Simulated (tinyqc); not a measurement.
## Trap density from the capacitance step

Question. A junction with shallow donors Nd and a deep trap has C_HF = eps0 eps_r/W and C_LF = eps0 eps_r (Nd + Nt)/(Nd W + Nt xt), xt = W - lam. Find W, xt and Nt.

Parameters, values chosen for the exercise:
- eps_r = 11.7 (relative permittivity)
- Nd = 4.3e16 cm^-3 (shallow donor density)

Constants: eps0 = 8.8541878128e-14 F/cm where lengths are in cm. Results are converted to the units shown.

C_HF = 75.766982 nF/cm^2
C_LF = 96.196255 nF/cm^2
lam = 63.719732 nm

Solution. C_HF gives W. With y = C_LF/C_HF, Nt/Nd = (y - 1)/(1 - y xt/W).

W = 137 nm
xt = 73.0 nm
Nt = 3.60e16 cm^-3

Numbers from tinyqc (`OMP_NUM_THREADS=1 python tinyqc.py 2050018 2050019 out.jsonl`; about 0.01 s on one thread of a shared Intel Xeon 2.30GHz).
